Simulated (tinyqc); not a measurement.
Avalanche multiplication and breakdown of a junction from ionisation integrals: one step, computed by the program tinyqc. Command: `OMP_NUM_THREADS=1 python tinyqc.py 3023804 3023805 out.jsonl impact walk`. One thread of a shared host (Intel(R) Xeon(R) Processor @ 2.30GHz), about 0.02 s of CPU time with the checks.

Ionisation coefficients follow the local field. Position x runs through the depletion layer from the p side (x = 0), where electrons enter, to the n side (x = w), where holes enter. The built-in voltage is neglected.

Task: Multiplication and noise. M_n = 1/(1 - I_n), M_p = M_n exp(-Phi(w)); McIntyre excess noise for the carrier with the larger M, F_x = k M + (1 - k)(2 - 1/M), with k = (smaller M - 1)/(larger M - 1).

Junction: punch-through p+ n- n+.

Every 50th point:
```
x (micrometre),F (MV/cm),alpha_n (1/cm),alpha_p (1/cm),Phi,I_n up to x
0.0000,0.2626971,2836.368,1320.051,0.0000000,0.0000000
1.1625,0.2527501,2092.802,907.563,0.1566818,0.2640866
2.3250,0.2428030,1490.397,597.304,0.2770796,0.4308839
3.4875,0.2328559,1018.460,373.607,0.3660310,0.5358183
4.6500,0.2229089,663.071,220.152,0.4288065,0.6008256
5.8125,0.2129618,407.708,120.903,0.4707894,0.6399661
6.9750,0.2030147,234.207,61.059,0.4971376,0.6625327
8.1375,0.1930677,123.998,27.886,0.5124680,0.6747847
9.3000,0.1831206,59.473,11.276,0.5206130,0.6809304
```

Give: M_n; M_p; effective k; excess noise factor.

Result:

M_n = 3.134

M_p = 1.862

effective k = 0.4040

excess noise factor = 2.268

Injecting electrons gives the larger gain and, at equal gain, the lower noise.
